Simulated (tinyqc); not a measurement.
What each parameter does: ellipsoidal valleys in the axes of a wafer and a channel.

Valleys with axes a along x, y and z, two valleys each; inverse mass tensor w = 1/mt + (1/ml - 1/mt) a a. Device axes: z = nz/|nz|, x = nx/|nx|, y = z cross x; in them a = (ax, ay, az). Confinement mass mz = 1/w_zz. In the plane w_ij is replaced by u_ij = w_ij - w_iz w_jz/w_zz (i, j = x, y); density-of-states mass md = 1/sqrt(det u); conductivity mass along x mc = 1/u_xx; ballistic transport mass mx = u_yy/det u, width mass my = 1/u_yy.

Hard walls: E_n = c (n pi/t)^2/mz, c = hbar^2/2m0, n = 1, 2, 3. Non-degenerate share of a valley proportional to md sum_n exp(-E_n/kT); mean 1/mc = sum of share/mc. 1 nm = 10 angstrom.

Constants: hbar^2/2m0 = 3.80998211 eV angstrom^2; kB = 8.617333262e-05 eV/K.

Values chosen for the exercise (near those of the Delta valleys of Si; shifted at random, so the results belong to these values and not to a real crystal): ml = 0.938 m0 (longitudinal mass); mt = 0.186 m0 (transverse mass); nz = (1, 1, 0) (surface normal (confinement)); nx = (1, -1, 0) (channel direction); t = 2.6 nm (thickness of the film); T = 300 K (temperature).

Lowest E1, its share and the mean conductivity mass.

One parameter was then changed.

Results before and after:
```
case     lowest E1 (meV)   share  mean mc (m0)
base              179.18  0.9938        0.5550
changed           221.21  0.9979        0.5596
```

Which of these changes was made? (a) T = 330 K; (b) t = 2.34 nm; (c) mt = 0.205 m0; (d) ml = 1.032 m0.
Answer: (b) t = 2.34 nm. Of the candidates, run in turn, only this one gives the changed row.

All candidates:
```
case           lowest E1 (meV)   share  mean mc (m0)
base                    179.18  0.9938        0.5550
ml = 1.032 m0           176.48  0.9944        0.6013
mt = 0.205 m0           165.32  0.9895        0.5610
t = 2.34 nm             221.21  0.9979        0.5596
T = 330 K               179.18  0.9906        0.5515
```

Computed by tinyqc, a small Python program: `OMP_NUM_THREADS=1 python tinyqc.py 1850445 1850446 out.jsonl` (the numbers bound the seed that draws the inputs); one thread of a shared host (Intel(R) Xeon(R) Processor @ 2.30GHz), about 0.01 s for the whole set of steps.
